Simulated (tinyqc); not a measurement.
# Resistance of a tapered via with liner, size effect and interface: several studies

A round via whose diameter grows from db at the bottom as D(z) = db + 2 z/tan(ang). The fill, of diameter D - 2 tl, starts above the bottom liner (thickness fb tl) and has rho = rho0 (1 + ks lam/(D - 2 tl)); the sidewall liner conducts in parallel with it. The bottom liner and the interface are crossed over the full area pi db^2/4. Spreading in the lines above and below is left out.

Inputs (values chosen for the exercise); fill metal close to tungsten:
```
symbol,value,unit,meaning
db,51,nm,diameter at the bottom
hv,78,nm,height
ang,89,degrees,sidewall angle
rho0,5.31,uohm cm,bulk resistivity of the fill
lam,15.7,nm,mean free path of the fill
ks,1.3,,size-effect factor
tl,2.3,nm,liner on the sidewall
fb,0.7,,liner at the bottom over that on the sidewall
rl,300,uohm cm,resistivity of the liner
ri,6e-13,ohm cm^2,interface resistivity at the bottom
Sb,9.1e14,S/m^2,"ballistic conductance per area, about 3/(4 rho0 lam)"
rho2,6.23,uohm cm,bulk resistivity of the second fill (close to cobalt)
lam2,11.8,nm,its mean free path
tl2,0.9,nm,its liner
```

Each table varies one quantity; the others keep the values above.

## Via resistance against the diameter at the bottom

Slices between z0 = fb tl and hv, evaluated at their midpoints: conductance per length pi/4 [(D - 2 tl)^2/rho + (D^2 - (D - 2 tl)^2)/rl], slice resistance = slice height over that. 2000 slices. R_fill = sum of the slices; R_bottom = rl fb tl/(pi db^2/4); R_interface = ri/(pi db^2/4); ballistic (Sharvin) limit 1/(Sb pi (db - 2 tl)^2/4); ideal cylinder rho0 hv/(pi db^2/4).

Results:
```
db (nm),R_fill (ohm),R_bottom (ohm),R_interface (ohm),R (ohm),ballistic limit (ohm),R over ideal cylinder,largest part
8.3,884.47,89.269,1.1089,974.85,102.20,12.735,fill
11,293.25,50.824,0.63136,344.70,34.159,7.9091,fill
16,80.211,24.022,0.29842,104.53,10.766,5.0744,fill
30,12.577,6.8331,0.084883,19.495,2.1687,3.3271,fill
42,5.2115,3.4863,0.043307,8.7410,1.0003,2.9239,fill
58,2.3531,1.8281,0.022709,4.2039,0.49067,2.6817,fill
80,1.1060,0.96090,0.011937,2.0788,0.24611,2.5229,fill
```

Estimate the missing row, db = 22 nm.

Computed row:
```
db (nm),R_fill (ohm),R_bottom (ohm),R_interface (ohm),R (ohm),ballistic limit (ohm),R over ideal cylinder,largest part
22,30.136,12.706,0.15784,43.000,4.6214,3.9465,fill
```

With this row back in the table: R falls from 975 to 2.08 ohm. The fill is the largest part at db = 8.3 and in all other rows. R goes as db^(-3.69) between the first two rows and db^(-2.19) between the last two; area alone gives -2.

## Via resistance against the height

Same model as above.

2000 slices.

The same in every row: R_bottom (ohm) = 2.364; R_interface (ohm) = 0.02937; ballistic limit (ohm) = 0.6499.

Via resistance against the height:
```
hv (nm),R_fill (ohm),R (ohm),R over ideal cylinder,largest part
31,1.286,3.679,4.566,bottom liner
44,1.834,4.228,3.697,bottom liner
64,2.655,5.049,3.035,fill
93,3.799,6.193,2.562,fill
130,5.183,7.577,2.242,fill
190,7.265,9.659,1.956,fill
280,10.06,12.45,1.711,fill
410,13.52,15.92,1.494,fill
```

What does the table show?

R rises from 3.68 to 15.9 ohm. The bottom liner is the largest part at hv = 31, the fill from 64 on. The share of the two bottom terms goes from 65.1 to 15.0 %. For hv = 31 the ballistic limit exceeds half of R_fill, so the diffusive model understates R.

## Two fill metals against the diameter

2000 slices. R_fill = sum of the slices; R_bottom = rl fb tl/(pi db^2/4); R_interface = ri/(pi db^2/4). The second fill has rho2, lam2 and tl2 in place of rho0, lam and tl.

Results:
```
db (nm),"R, first fill (ohm)","R, second fill (ohm)",ratio second/first
8.5,888.5,311.8,0.3510
12,256.7,124.3,0.4845
24,34.23,22.53,0.6581
35,13.42,9.431,0.7028
49,6.139,4.453,0.7254
70,2.778,2.053,0.7390
100,1.289,0.9622,0.7465
```

Estimate the missing row, db = 17 nm.

Computed row:
```
db (nm),"R, first fill (ohm)","R, second fill (ohm)",ratio second/first
17,87.62,51.65,0.5895
```

With this row back in the table: The ratio goes from 0.351 to 0.746. The second fill gives the lower R in every row.

Numbers from tinyqc (`OMP_NUM_THREADS=1 python tinyqc.py 2750086 2750087 out.jsonl`; about 0.01 s on one thread of a shared Intel Xeon 2.30GHz).
